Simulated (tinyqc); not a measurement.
Inside a calculation. Model: Deal-Grove kinetics of thermal oxidation of silicon. Computed by tinyqc, a small Python program that keeps every step. Command: `OMP_NUM_THREADS=1 python tinyqc.py 3016631 3016632 out.jsonl oxide walk`. One thread of a shared host (Intel(R) Xeon(R) Processor @ 2.30GHz), about 0.03 s of CPU time with the checks. Intermediate numbers are printed to about 7 digits and carried at full precision; extremes and crossings named in words are read from the listed rows.

Oxidant diffuses through the oxide and reacts at the interface, so that dx/dt = B/(A + 2x) for the oxide thickness x.

Inputs (values chosen for the exercise, close to those used for silicon):
```
quantity                              value    unit
prefactor B0                            341  um^2/h
activation energy E_B                 0.771      eV
prefactor (B/A)0                   1.83e+08    um/h
activation energy E_A                  2.06      eV
temperature T                          1050       C
oxidant pressure p                       10     atm
pressure exponent m of B/A                1       -
initial oxide x_i                     0.002      um
time t                                  6.7       h
field oxide beside the window x_f      0.76      um
```

Ambient: steam. Surface: (111). Extension: masking step.

Constants: k_B = 8.617333262e-05 eV/K.

## Rate constants

B = B0 p exp(-E_B/(k_B T)), B/A = (B/A)0 p^m exp(-E_A/(k_B T)), p in atm; A = B/(B/A). Temperatures in kelvin are T(C) + 273.15.

parabolic constant B = 3.945243 um^2/h

linear constant B/A = 26.06556 um/h

length A = 0.1513585 um

Reaction at the interface limits growth while x is well below A/2 = 0.0757 um, diffusion once x is well above it.

## Thickness after the oxidation

tau = (x_i^2 + A x_i)/B and x = (A/2) [sqrt(1 + 4 B (t + tau)/A^2) - 1], the root of x^2 + A x = B (t + tau). Silicon consumed is 0.44 times the oxide grown; the rate is B/(A + 2x).

tau = 7.774348e-05 h

oxide thickness x = 5.066223 um

silicon consumed = 2.228258 um

final growth rate = 0.3836365 um/h

2x/A = 66.9: diffusion through the oxide limits the rate. Caution: films of several micrometres crack or stress the wafer in practice, which the model ignores.

## Full law against its linear and parabolic limits

Linear limit x = (B/A)(t + tau); parabolic limit x = sqrt(B (t + tau)).

Thickness (um):
```
t (h)      full  linear limit  parabolic limit      2x/A
0.05    0.37520  1.305304e+00          0.44449    4.9578
0.1     0.55722  2.608582e+00          0.62836    7.3629
0.25    0.92049  6.518416e+00          0.99329   12.1630
0.5     1.33097  1.303481e+01          1.40461   17.5870
1       1.91210  2.606758e+01          1.98634   25.2659
2       2.73440  5.213314e+01          2.80906   36.1314
4       3.89761  1.042643e+02          3.97257   51.5017
8       5.54286  2.085265e+02          5.61803   73.2415
16      7.86975  4.170510e+02          7.94507  103.9883
32     11.16059  8.340999e+02         11.23602  147.4723
```

Both limits lie above the full result, since each drops one resistance. The linear law overshoots by 250 % in the first row and 7400 % in the last, the parabolic law by 18 % and 0.68 %. The parabolic law is the better one in every row, as 2x/A stays above 1.24.

## A window beside field oxide

The same oxidation acts on the field oxide, with x_f in place of x_i. Each region consumes 0.44 times the oxide it grows; the step in the silicon surface is the difference, and the step in the oxide surface is (x_f(new) - 0.44 growth) against the same for the window, counted from the silicon surface before this oxidation.

field oxide afterwards = 5.133110 um

step in the silicon = 0.3040898 um

step in the oxide surface = 0.3709767 um

The field oxide grows by 4.37 um and the window by 5.06 um: the thicker film slows the oxidant.

Checks made by the program: closed form against Runge-Kutta integration of dx/dt (relative difference below 1e-10).
